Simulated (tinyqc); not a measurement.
Worked calculation: electron-beam lithography: double-Gaussian proximity function, edge placement and dose correction for parallel lines. Computed by tinyqc, a small Python program that keeps every step. Command: `OMP_NUM_THREADS=1 python tinyqc.py 3112595 3112596 out.jsonl proximity walk`. One thread of a shared host (Intel(R) Xeon(R) Processor @ 2.30GHz), about 0.01 s of CPU time with the checks. Intermediate numbers are printed to about 7 digits and carried at full precision; extremes and crossings named in words are read from the listed rows.

Lines are infinitely long. Absorbed energy is counted so that the middle of a very large area written at dose 1 receives 1; the resist develops where it exceeds 1/2.

Inputs (values chosen for the exercise, of the order of those for 30 keV electrons in resist on silicon):
```
quantity,value,unit
forward range alpha,0.012,micrometre
backscatter range beta,4.2,micrometre
backscatter ratio eta,0.85,-
base dose D0,43,microcoulomb/cm^2
beam current,0.1,nA
pixel size,5,nm
width of the test line,0.12,micrometre
pattern density around the test line,0.47,-
```

line widths (micrometre): [0.034, 0.038, 0.12, 0.061, 1.3]

gaps between the lines (micrometre): [0.08, 0.7, 0.066, 0.083]

Constants: e = 1.602176634e-19 C.

## Layout

The first line starts at x = 0; each next one starts after the width and the gap.

Lines (micrometre):
```
line,left edge,right edge,centre
1,0.000,0.034,0.0170
2,0.114,0.152,0.1330
3,0.852,0.972,0.9120
4,1.038,1.099,1.0685
5,1.182,2.482,1.8320
```

## Interaction matrix

f(r) = [exp(-r^2/alpha^2)/alpha^2 + eta exp(-r^2/beta^2)/beta^2]/(pi (1 + eta)). A line from a to b at dose d gives E(x) = d [S(alpha) + eta S(beta)]/(1 + eta), S(s) = [erf((b - x)/s) - erf((a - x)/s)]/2. M_ij is the mean of E at the two edges of line i from line j at dose 1.

M:
```
,1,2,3,4,5
1,0.2723521,0.0023435,0.0070770,0.0035361,0.0662351
2,0.0020968,0.2726135,0.0071553,0.0035825,0.0677584
3,0.0020049,0.0022656,0.2776746,0.0037588,0.0759143
4,0.0019709,0.0022317,0.0073952,0.2740349,0.0770486
5,0.0017150,0.0019594,0.0069077,0.0035619,0.3480154
```

## Dose correction

Uncorrected edge energies are M 1. Solve M d = 1/2 for the doses d that put the mean edge energy of every line at the threshold.

edge energies at dose 1: 1 0.3515437, 2 0.3532066, 3 0.3616182, 4 0.3626813, 5 0.3621595

corrected doses: 1 1.434148, 2 1.425654, 3 1.382733, 4 1.377317, 5 1.380081

largest over smallest dose = 1.041262

Line 1 needs the most and line 4 the least; a narrow isolated line much wider than alpha would need 1 + eta = 1.85.

## Printed widths

Edges are the roots of E(x) = 1/2 between a line centre and the middle of the next gap. Three cases: dose 1 everywhere; one common dose equal to the mean of d; the corrected doses.

Width error, printed less drawn (nm):
```
line,drawn width (nm),dose 1,mean dose,corrected
1,34,-12.83042,-0.4410909,1.00e-05
2,38,-12.63144,-0.3100583,1.10e-05
3,120,-11.76902,0.3519574,1.00e-05
4,61,-11.66298,0.4356360,3.00e-06
5,1300,-11.71165,0.3944694,6.00e-06
```

With the common mean dose the errors span 0.9 nm. With corrected doses the largest error is below 0.01 nm.

## Dose to size and latitude

A test line of width w << beta in surroundings of density rho, all at dose d: near its edge E(x) = d [S + eta rho]/(1 + eta), S = [erf((b - x)/alpha) - erf((a - x)/alpha)]/2 for edges a and b, the second term being the background energy. Dose to size d_s = (1 + eta)/(erf(w/alpha) + 2 eta rho), dose = d_s D0; edge slope d [1 - exp(-w^2/alpha^2)]/(sqrt(pi) alpha (1 + eta)); width change per 1 % of dose = 2 x 0.01 x (1/2)/slope.

dose to size d_s = 1.028349

dose = 44.21901 microcoulomb/cm^2

edge slope = 0.02613441 1/nm

width change per 1 % of dose = 0.3826373 nm

background energy = 0.2220678

The background supplies 44 % of the threshold.

## Shot noise and writing time

With dose = d_s D0: electrons per pixel N = dose x pixel area/e; relative noise 1/sqrt(N); time per cm^2 of pattern area = dose x density/current; pixel rate = current/(dose x pixel area).

electrons per pixel = 68.99834

shot noise = 12.03873 %

writing time per cm^2 = 57.73037 h

pixel rate = 9.045883 MHz

Checks made by the program: corrected edge energies (relative difference below 1e-10).
